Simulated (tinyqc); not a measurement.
# Worked calculation: read current of a NAND string, cells in series solved by shooting

Program tinyqc, `OMP_NUM_THREADS=1 python tinyqc.py 2142154 2142155 out.jsonl`; Intel Xeon 2.30GHz, shared host, one thread, about 0.6 s. Printed values are rounded.

Cells in series, numbered from 0 at the source line (0 V) to the bit line, each followed by a gap resistance Rg. A cell with gate Vg, threshold VT, source Vs and drain Vd passes I = 2 nf K Vt^2 [F(Vs) - F(Vd)]/(1 + th max(Vg - VT, 0)), F(V) = ln^2(1 + exp((Vg - VT - nf V)/(2 nf Vt))). The selected cell has Vg = Vr, the others Vg = Vp.

Inputs (values chosen for the exercise); values of the order met in vertical NAND strings:
```
symbol,value,unit,meaning
T,358,K,temperature
K,12,uA/V^2,gain factor of a cell
nf,1.6,,slope factor
th,0.04,1/V,mobility reduction factor
Rg,2.6,kohm,resistance of the gap between cells
Vbl,0.7,V,bit-line voltage
Vp,6.9,V,pass voltage
Vr,1.63,V,read voltage on the selected word line
```

Constants: q = 1.602176634e-19 C, kB = 1.380649e-23 J/K, Vt = kB T/q. Results are converted to the units shown.

## Step 1: node voltages for a trial current

first trial current = 1.9 uA
thresholds from the source end, cell 0 to 3 (V): 3.7  3.7  0.5  3.7

For a trial current I start at 0 V and, cell by cell (the selected one is cell 2), solve for the drain: sqrt(F(Vd)) = sqrt(F(Vs) - I/k), k = 2 nf K Vt^2/(1 + th max(Vg - VT, 0)), Vd = [Vg - VT - 2 nf Vt ln(exp(sqrt F) - 1)]/nf, then add I Rg.

node voltage after each cell and gap, trial 1, cell 0 to 3 (V): 0.0615538  0.124960  0.349369  0.423380

## Step 2: node voltages for a trial current

second trial current = 2.4 uA

As before.

node voltage after each cell and gap, trial 2, cell 0 to 3 (V): 0.0780284  0.159087  0.519971  0.624760

## Course of the secant iteration

Secant steps on the end voltage less Vbl, from the two trials; a trial above the saturation current of a cell has no solution and is moved halfway to the previous trial. Stop below 1e-9 V.

Course of the iteration:
```
iteration	I (uA)	end voltage - Vbl (V)	halvings
1	2.58681	0.107	0
2	2.47721	-0.0251	0
3	2.49804	-8.69e-3	0
4	2.50909	7.70e-4	0
5	2.50819	-2.35e-5	0
6	2.50822	-6.36e-8	0
7	2.50822	5.25e-12	0
```

Converged in 7 iterations to I = 2.5082 uA. The selected cell takes 58.9 % of the bit-line voltage and the gaps together 3.73 %.
